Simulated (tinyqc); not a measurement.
Deep-level transient spectroscopy: two steps of the calculation.

Schottky contact on an n-type layer with shallow donors Nd (all ionised) and a donor-like deep trap, neutral when filled and positive when empty; depletion approximation. Traps within lam of the depletion edge stay filled. A long pulse to Vp fills the traps beyond x1 = Wp - lam; back at Vr those between x1 and x2 = Wr - lam emit. A rate window reads S = C(t2) - C(t1).

Parameters, values chosen for the exercise; material values close to those of 4H silicon carbide:
```
symbol    value   unit                                      meaning
eps_r      9.66                               relative permittivity
Nc      1.69e19  cm^-3   conduction-band density of states at 300 K
vth       1.9e7   cm/s                    thermal velocity at 300 K
Nd       1.1e16  cm^-3                        shallow donor density
Vbi        0.93      V                             built-in voltage
Et         0.26     eV  depth of the trap below the conduction edge
sn      7.3e-14   cm^2                        capture cross-section
Nt       7.4e14  cm^-3                                 trap density
Vr          2.6      V                                 reverse bias
Vp            0      V        reverse bias during the filling pulse
T           139      K                 temperature of the transient
```

Constants: q = 1.602176634e-19 C, kB = 1.380649e-23 J/K, eps0 = 8.8541878128e-14 F/cm where lengths are in cm. Results are converted to the units shown.

Question 1. Widths. lam = sqrt(2 eps0 eps_r (EF - ET)/(q Nd)), EF - ET = Et - (kB T/q) ln(Nc(T)/Nd), Nc(T) = Nc (T/300 K)^1.5. In the steady state at the band bending V, 2 eps0 eps_r V/q = Nd W^2 + Nt (W - lam)^2 (the second term only if W > lam). V = Vbi + Vr gives Wr and V = Vbi + Vp gives Wp; x1 = max(Wp - lam, 0).

Find: lam; Wr; Wp; x1; x2; G = (x2^2 - x1^2)/Wr^2.

Answer 1.

lam = 134.3 nm
Wr = 574.1 nm
Wp = 297.5 nm
x1 = 163.1 nm
x2 = 439.8 nm
G = (x2^2 - x1^2)/Wr^2 = 0.5061

Question 2. Peak temperature. Fixed-point step for en(T) = ew: T(new) = (Et q/kB)/ln(sn g T^2/ew), g = vth Nc/(300 K)^2.

ew = 693.14718 1/s
T at the start = 300 K

Give: T after step 1.

Answer 2.

T after step 1 = 124.45 K

Computed by the program tinyqc: `OMP_NUM_THREADS=1 python tinyqc.py 2050129 2050130 out.jsonl`, one thread of a shared Intel Xeon 2.30GHz, about 0.01 s for the whole run.
